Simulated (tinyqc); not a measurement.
Strain along [001]: shallow donor in effective-mass theory, with valley-orbit splitting.

Basis: the 1s envelopes of the valleys +x, -x, +y, -y, +z, -z. Diagonal E0 - D0, element -D2 between opposite valleys and -D1 between perpendicular ones. Strain along [001] adds 2 Ds/3 to the z valleys and -Ds/3 to the others.

Parameters, chosen for this exercise (near those of a group-V donor in Si; the results hold for these values, not for the real material): E0 = -28.3 meV (single-valley level); D0 = 3.95 meV (central-cell shift); D1 = 2.18 meV (coupling of perpendicular valleys); D2 = 1.53 meV (coupling of opposite valleys).

Ground level, gap to the next level, weight in the z valleys and contact density (sum of amplitudes)^2/6.

Results:
```
Ds (meV)  ground (meV)  gap (meV)  z weight  contact density  ground less band edge (meV)
-120           -114.11       3.39     0.997            0.384                       -34.11
-40             -61.48       4.10     0.973            0.497                       -34.82
-15             -46.60       5.88     0.827            0.748                       -36.60
-5              -42.97       8.91     0.526            0.962                       -39.63
0               -42.50      11.78     0.333            1.000                       -42.50
5               -42.87      10.48     0.198            0.976                       -41.20
15              -44.94       9.22     0.078            0.894                       -39.94
40              -52.31       8.26     0.018            0.787                       -38.98
120             -78.44       7.72     0.002            0.712                       -38.44
```

The scale is the A1-E splitting 6 D1 = 13.1 meV. The contact density is largest without strain and falls to 0.384 and 0.712 at the ends, towards 1/3 (two valleys) and 2/3 (four valleys). The binding below the lowest band edge drops from 42.5 meV to 34.1 meV when the two z valleys are lowest and to 38.4 meV when the four others are, since fewer valleys share the coupling.

tinyqc: `OMP_NUM_THREADS=1 python tinyqc.py 1250002 1250003 out.jsonl`; about 0.01 s, one thread, shared Intel(R) Xeon(R) Processor @ 2.30GHz.
